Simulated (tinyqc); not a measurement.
Surface potential of a MOS transistor: implicit equation and explicit approximations: two steps of the calculation.

p-type body, charge-sheet picture, depletion and inversion only, full ionisation (an idealisation for deep acceptors), Boltzmann statistics (rough once Na exp(x - xn) passes about Nc/7). In units of Vt: xg = (Vg - Vfb)/Vt, x = psi/Vt, G = gamma/sqrt(Vt), xn = (2 phiF + Vc)/Vt. The implicit equation is (xg - x)^2 = G^2 [x - 1 + exp(x - xn)] for x above about 3. Cox = eps0 eox/tox.

Parameters, values chosen for the exercise; band and dielectric values those of a made-up semiconductor: temperature T = 250 K; band gap Eg = 1.09 eV; relative permittivity eps_r = 13.2; conduction-band density of states at T Nc = 2.4e19 cm^-3; valence-band density of states at T Nv = 2.09e19 cm^-3; relative permittivity of the gate insulator (close to zirconium oxide) eox = 24.5; insulator thickness tox = 19 nm; acceptor density Na = 7.6e16 cm^-3; flat-band voltage Vfb = -0.67 V; channel-body voltage Vc = 0.5 V; gate-body voltage Vg = 0.93 V.

Constants: q = 1.602176634e-19 C, kB = 1.380649e-23 J/K, Vt = kB T/q, eps0 = 8.8541878128e-14 F/cm where lengths are in cm. Results are converted to the units shown.

Problem 1. Scales. ni = sqrt(Nc Nv) exp(-Eg/(2 Vt)), Eg in volts; phiF = Vt ln(Na/ni); gamma = sqrt(2 q eps0 eps_r Na)/Cox; VT = Vfb + Vt (xn + G sqrt(xn - 1)).

Wanted: phiF; gamma; G; xn; VT; xg.

Solution 1.

phiF = 0.42251 V
gamma = 0.14777 V^0.5
G = 1.0067
xn = 62.433
VT = 0.84501 V
xg = 74.269

Problem 2. New x. D = exp(x - xn), f = (xg - x)^2 - G^2 (x - 1 + D), f' = -2 (xg - x) - G^2 (1 + D), x(new) = x - f/f'.

x after iteration 1 = 65.435917
G = 1.0067477
xn = 62.432888
xg = 74.268916

Wanted: D; f; f'; x after iteration 2.

Solution 2.

D = 20.15
f = -7.706
f' = -39.10
x after iteration 2 = 65.24

Computed by the program tinyqc: `OMP_NUM_THREADS=1 python tinyqc.py 2122101 2122102 out.jsonl`, one thread of a shared Intel Xeon 2.30GHz, about 0.01 s for the whole run.
